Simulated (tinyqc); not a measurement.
Hubbard chain of 4 sites, step by step. Computed by tinyqc, a small Python program that keeps every step. Settings: hopping = 1.62, U = 8.8, mixing = 0.5, iteration cap = 82. Command: `OMP_NUM_THREADS=1 python tinyqc.py 22343 22344 out.jsonl` (the two numbers bound the seeds that draw the settings). One thread of a shared host (Intel(R) Xeon(R) Processor @ 2.60GHz), about 0.2 s of CPU time with the checks. Later iterations appear only in the table of the cycle.

## Mean-field iteration 1

one-body matrix (hopping and site energies) (eV):
```
           1          2          3          4
1   0.000000  -1.620000   0.000000   0.000000
2  -1.620000   0.000000  -1.620000   0.000000
3   0.000000  -1.620000   0.000000  -1.620000
4   0.000000   0.000000  -1.620000   0.000000
```

U = 8.800000 eV

electrons, up and down: 2  2

mixing = 0.500000

n(up) at the start (a guess, not normalised): 1 0.550000, 2 0.450000, 3 0.550000, 4 0.450000

n(down) at the start (a guess): 1 0.450000, 2 0.550000, 3 0.450000, 4 0.550000

H(up) = T + U n(down), H(down) = T + U n(up); fill the lowest levels; n(new) = n + mixing (n(out) - n); E = tr T (rho up + rho down) + U sum n_up n_down of the output.

levels, up (eV): 1.742112  3.306368  5.493632  7.057888

levels, down (eV): 1.742112  3.306368  5.493632  7.057888

energy = 1.062561 eV

n(up) after iteration 1: 1 0.609221, 2 0.417252, 3 0.582748, 4 0.390779

n(down) after iteration 1: 1 0.390779, 2 0.582748, 3 0.417252, 4 0.609221

## Mean-field iteration 2

As before.

levels, up (eV): 1.654077  3.063156  5.736844  7.145923

levels, down (eV): 1.654077  3.063156  5.736844  7.145923

energy = 0.210938 eV

n(up) after iteration 2: 1 0.695919, 2 0.360741, 3 0.639259, 4 0.304081

n(down) after iteration 2: 1 0.304081, 2 0.639259, 3 0.360741, 4 0.695919

## Mean-field iteration 3

As before.

levels, up (eV): 1.403406  2.564813  6.235187  7.396594

levels, down (eV): 1.403406  2.564813  6.235187  7.396594

energy = -0.748407 eV

n(up) after iteration 3: 1 0.784357, 2 0.290119, 3 0.709881, 4 0.215643

n(down) after iteration 3: 1 0.215643, 2 0.709881, 3 0.290119, 4 0.784357

## Convergence

Each step fills the lowest levels of T + U n(other spin) and sets n(new) = n + mixing (n(out) - n); stop when output and input agree to 1e-8.

Course of the cycle:

| iteration | E (eV) | largest \|n(out) - n(in)\| | mean \|n_up - n_down\| |
|---|---|---|---|
| 1 | 1.06256136 | 1.18e-01 | 0.283937 |
| 2 | 0.21093757 | 1.73e-01 | 0.478388 |
| 3 | -0.74840689 | 1.77e-01 | 0.653297 |
| 4 | -1.33251940 | 1.35e-01 | 0.764540 |
| 5 | -1.59299927 | 1.07e-01 | 0.826140 |
| 6 | -1.69255708 | 7.52e-02 | 0.858978 |
| 7 | -1.72823401 | 4.96e-02 | 0.876695 |
| 8 | -1.74080906 | 3.15e-02 | 0.886524 |
| 9 | -1.74524388 | 1.95e-02 | 0.892118 |
| 10 | -1.74681482 | 1.20e-02 | 0.895361 |
| 11 | -1.74737360 | 7.29e-03 | 0.897263 |
| ... | ... | ... | ... |
| 28 | -1.74768401 | 1.26e-06 | 0.900046 |
| 29 | -1.74768401 | 7.58e-07 | 0.900047 |
| 30 | -1.74768401 | 4.54e-07 | 0.900047 |
| 31 | -1.74768401 | 2.72e-07 | 0.900047 |
| 32 | -1.74768401 | 1.63e-07 | 0.900047 |
| 33 | -1.74768401 | 9.77e-08 | 0.900047 |
| 34 | -1.74768401 | 5.85e-08 | 0.900047 |
| 35 | -1.74768401 | 3.51e-08 | 0.900047 |
| 36 | -1.74768401 | 2.10e-08 | 0.900047 |
| 37 | -1.74768401 | 1.26e-08 | 0.900047 |
| 38 | -1.74768401 | 7.54e-09 | 0.900047 |

local moments n_up - n_down: 1 0.932296, 2 -0.867797, 3 0.867797, 4 -0.932296

Converged in 38 iterations. Before convergence this energy mixes input and output and is not variational, so it may rise towards its limit.

## Exact diagonalisation (36 states)

Lowest levels of the sector, and the double occupancy of the lowest state.

lowest levels (eV): -2.515395  -1.817481  -1.090627  -0.730346  -0.337444  0.000000

double occupancy per site = 0.057166

The mean-field solution above lies 0.7677 eV above the exact energy.

## The lowest level by Lanczos steps

From a random start vector (not printed): a_j = <q_j|H|q_j>, b_j = norm of the remainder after orthogonalising; the Ritz value is the lowest eigenvalue of the tridiagonal matrix of a and b so far.

Lanczos:

| j | a_j (eV) | b_j (eV) | lowest Ritz value (eV) |
|---|---|---|---|
| 1 | 9.136142 | 6.292834 | 9.13614231 |
| 2 | 9.280308 | 7.036748 | 2.91497807 |
| 3 | 7.778956 | 4.914366 | -0.64559290 |
| 4 | 8.285583 | 4.486208 | -1.57994858 |
| 5 | 8.461566 | 8.251452 | -1.81217719 |
| 6 | 9.061885 | 4.522690 | -2.24611955 |
| 7 | 10.040205 | 3.150903 | -2.43775585 |
| 8 | 9.291518 | 7.686667 | -2.45606846 |
| 9 | 8.841988 | 6.500316 | -2.47319542 |
| 10 | 8.896815 | 2.869532 | -2.50174481 |
